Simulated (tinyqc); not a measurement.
From results back to parameters: five-level k.p model folded onto the conduction band. Three cases, with inputs chosen for the exercise.

Problem. The levels are known; the mass and the g factor at E = Eg are given. Find Ep and Ep2.

Second-order sums for the lowest conduction level at E: 1/m = 1 + Cm + (Ep/3)(2/E + 1/(E + Dso)) - (Ep2/3)(2/(E7 + D2 - E) + 1/(E7 - E)); g/2 = 1 + Cg - (Ep/3)(1/E - 1/(E + Dso)) - (Ep2/3)(1/(E7 - E) - 1/(E7 + D2 - E)). E is counted from the top of the valence band; E = Eg at the edge.

Find: coefficients of (Ep, Ep2); right-hand sides 1/m - 1 - Cm and 1 + Cg - g/2; Ep, Ep2.

Method. Both sums are linear in Ep and Ep2, so two equations fix them.

Case 1.

Values chosen (near those of InP; not measured data): Eg = 1.432 eV (gap at Gamma to the s-like level); Dso = 0.109 eV (spin-orbit splitting); E7 = 4.74 eV (upper Gamma7 conduction level, from the valence top); D2 = 0.07 eV (its spin-orbit splitting, Gamma8 above Gamma7); Cm = -1.8 (remote term in 1/m); Cg = -0.02 (remote term in g/2).

m = 0.08002005 m0
g = 1.258403

Solution.

coefficients of (Ep, Ep2) (1/eV):
```
         1         2
1  0.68186  -0.29812
2  0.01646   0.00209
```

right-hand sides 1/m - 1 - Cm and 1 + Cg - g/2: 13.2969  0.3508

Ep, Ep2 (eV): 20.90  3.20

Case 2.

Values chosen (near those of InAs; not measured data): Eg = 0.421 eV (gap at Gamma to the s-like level); Dso = 0.392 eV (spin-orbit splitting); E7 = 4.45 eV (upper Gamma7 conduction level, from the valence top); D2 = 0.16 eV (its spin-orbit splitting, Gamma8 above Gamma7); Cm = -2 (remote term in 1/m); Cg = 0 (remote term in g/2).

m = 0.02448624 m0
g = -14.360882

Solution.

coefficients of (Ep, Ep2) (1/eV):
```
         1         2
1  1.99354  -0.24188
2  0.38176   0.00316
```

right-hand sides 1/m - 1 - Cm and 1 + Cg - g/2: 41.8393  8.1804

Ep, Ep2 (eV): 21.40  3.40

Case 3.

Values chosen (near those of GaAs; not measured data): Eg = 1.557 eV (gap at Gamma to the s-like level); Dso = 0.354 eV (spin-orbit splitting); E7 = 4.52 eV (upper Gamma7 conduction level, from the valence top); D2 = 0.16 eV (its spin-orbit splitting, Gamma8 above Gamma7); Cm = -1.7 (remote term in 1/m); Cg = -0.02 (remote term in g/2).

m = 0.06706727 m0
g = -0.154563

Solution.

coefficients of (Ep, Ep2) (1/eV):
```
         1         2
1  0.60260  -0.32597
2  0.03966   0.00576
```

right-hand sides 1/m - 1 - Cm and 1 + Cg - g/2: 15.6104  1.0573

Ep, Ep2 (eV): 26.50  1.10

Computed by tinyqc, one run a case: `OMP_NUM_THREADS=1 python tinyqc.py N N+1 out.jsonl` with N = 1051528, 1051542, 1051559; one thread of a shared Intel(R) Xeon(R) Processor @ 2.30GHz, about 0.01 s a run at most.
